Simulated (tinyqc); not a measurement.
Inputs raised by 2 %, one at a time: Born-Mayer model of an ionic crystal AB. Computed by tinyqc, a small Python program. Command: `OMP_NUM_THREADS=1 python tinyqc.py 3012969 3012970 out.jsonl bornmayer sens`. One thread of a shared host (Intel(R) Xeon(R) Processor @ 2.30GHz), about 0.01 s of CPU time with the checks.

Energies are per ion pair and r is the nearest distance of unlike ions.

Inputs (values chosen for the exercise, for a model salt):

| quantity | value | unit |
|---|---|---|
| ionic charge z | 2 | - |
| unlike repulsion lambda | 2140 | eV |
| range rho | 0.335 | angstrom |
| pressure P | 10 | GPa |

Structure: caesium chloride. Short range: nearest neighbours only.

Constants: e^2/(4 pi eps_0) = 14.39964548 eV angstrom; 1 eV/angstrom^3 = 160.2176634 GPa.

Method:
- Madelung constant M, unlike neighbours z1, like neighbours z2 at f r, volume per pair: rock salt 1.747565, 6, 12, sqrt2, 2 r^3; caesium chloride 1.762675, 8, 6, 2/sqrt3, 8 r^3/(3 sqrt3); zinc blende 1.638055, 4, 12, sqrt(8/3), 16 r^3/(3 sqrt3).
- U(r) = -M z^2 e^2/(4 pi eps_0 r) + z1 lambda exp(-r/rho).
- Newton steps on g(r) = U'(r), from r = 9 rho: r(new) = r - U'(r)/U''(r), with the move limited to 0.3 angstrom. Where U'' is negative, move 0.3 angstrom downhill. Stop when |U'| is below 1e-9.
- B = U''(r0)/(9 c r0), with the volume written as c r^3.
- With the volume written as c r^3, under pressure take the root at the minimum of the enthalpy and solve U'(r) + 3 c r^2 P = 0; H = U + P V; B = (U'' - 2 U'/r)/(9 c r).

Runs:

| input moved | from | to | equilibrium distance r0 (angstrom) | lattice energy U (eV per pair) | bulk modulus B (GPa) | volume at P (angstrom^3) |
|---|---|---|---|---|---|---|
| base run | - | - | 2.766 | -32.26 | 125.5 | 30.41 |
| unlike repulsion lambda (eV) | 2140 | 2182.8 | 2.774 | -32.17 | 124.5 | 30.68 |
| range rho (angstrom) | 0.335 | 0.3417 | 2.830 | -31.54 | 115.0 | 32.40 |
| ionic charge z | 2 | 2.04 | 2.748 | -33.75 | 132.8 | 29.93 |

Exponents ln(y'/y) / ln(x'/x):

| input | equilibrium distance r0 | lattice energy U | bulk modulus B | volume at P |
|---|---|---|---|---|
| unlike repulsion lambda | 0.160 | -0.138 | -0.428 | 0.454 |
| range rho | 1.160 | -1.138 | -4.428 | 3.206 |
| ionic charge z | -0.321 | 2.277 | 2.860 | -0.797 |

To which inputs is each result most sensitive?

Among the inputs moved here: equilibrium distance r0 answers most in size to range rho (exponent +1.160), next to ionic charge z (-0.321). Lattice energy U answers most in size to ionic charge z (exponent +2.277), next to range rho (-1.138). Bulk modulus B answers most in size to range rho (exponent -4.428), next to ionic charge z (+2.860). Volume at P answers most in size to range rho (exponent +3.206), next to ionic charge z (-0.797).

Extremes, crossings and ranges named in words are read from the listed rows.
